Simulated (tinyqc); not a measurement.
Worked calculation: tight binding, honeycomb lattice. One step of it, computed by the program tinyqc.

Task: Levels at k. Diagonalise the Hermitian matrix.

H(k) at k (eV), order A, B:
$$\begin{pmatrix}
0.000000 & -1.530946-1.614781i \\
-1.530946+1.614781i & 0.000000
\end{pmatrix}$$

Give: eigenvalues; weights |c|^2 of the basis functions.

Result:

eigenvalues (eV): [-2.225, 2.225]

weights |c|^2 of the basis functions, order A, B:
$$\begin{pmatrix}
0.500 & 0.500 \\
0.500 & 0.500
\end{pmatrix}$$
